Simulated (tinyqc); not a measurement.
Inside a calculation. Model: resistance of a source-drain extension with a graded tip.

Computed by the program tinyqc: `OMP_NUM_THREADS=1 python tinyqc.py 2282222 2282223 out.jsonl`, one thread of a shared Intel Xeon 2.30GHz, about 0.03 s for the whole run. Printed values are rounded.

y runs along the channel, the gate covers y > 0. The doping is N0 for y < y0 and N0 10^(-(y - y0)/la) beyond, uniform over the depth xj. Sheet conductance s(y) = q mu(N) max(N - Nch, 0) xj + (for y > 0) ma Cox Vo, with mu(N) = u0 + (u1 - u0)/(1 + (N/Nr)^au) and Cox = eps0 eox/tox. Current is taken as one-dimensional; depletion of the tip, spreading and the contact are left out. The metallurgical junction lies at yj, where N = Nch.

Values chosen for this exercise; mobility law close to that of electrons in silicon: relative permittivity of the gate insulator (close to zirconium oxide) eox = 24.5; insulator thickness tox = 3.9 nm; active doping of the extension far from the gate N0 = 7.3e19 cm^-3; lateral abruptness la = 6.3 nm/decade; position under the gate where the fall begins (gate edge at 0) y0 = 3.3 nm; depth of the extension xj = 8 nm; channel doping Nch = 6.5e17 cm^-3; gate overdrive Vo = 0.6 V; mobility of the gate-induced layer ma = 200 cm^2/(V s); mobility at low doping u1 = 1414 cm^2/(V s); mobility at high doping u0 = 68.5 cm^2/(V s); reference doping Nr = 9.2e16 cm^-3; exponent au = 0.711; gate length Lg = 90 nm.

Constants: q = 1.602176634e-19 C, eps0 = 8.8541878128e-14 F/cm where lengths are in cm. Results are converted to the units shown.

## Sheet resistances and junction position

yj = y0 + la log10(N0/Nch); sheet resistance of the full extension 1/[q mu(N0)(N0 - Nch) xj] and of the gate-induced layer 1/(ma Cox Vo); metallurgical length Lg - 2 yj; ye is where the doped and the gate-induced conductances are equal.

yj = 16.2176 nm
sheet resistance of the extension = 1346.66 ohm/square
sheet resistance of the induced layer = 1498.20 ohm/square
metallurgical length = 57.5648 nm
ye = 3.62274 nm
N at ye = 6.48775e19 cm^-3

The gate takes over 12.6 nm before the junction, where N is still 99.8 times the channel doping.

## Resistance of the overlapped part

Midpoint rule on 9 equal steps from 0 to yj: R_ov = sum h/s(y), per width.

```
point    y (nm)   N (cm^-3)  doped conductance (uS)  sheet resistance (ohm/square)
0      0.900977      7.3e19                 742.577                        709.196
1       2.70293      7.3e19                 742.577                        709.196
2       4.50488  4.69972e19                 500.679                        856.055
3       6.30684  2.43247e19                 283.822                        1051.20
4       8.10879  1.25899e19                 165.347                        1200.74
5       9.91074  6.51626e18                 98.1750                        1306.09
6       11.7127  3.37267e18                 57.5738                        1379.23
7       13.5146  1.74562e18                 30.3708                        1432.99
8       15.3166  9.03495e17                 9.42228                        1477.34
```

R_ov = 18.239 ohm um

The exact integral is 18.231 ohm um; the coarse sum is 0.044 % above it.
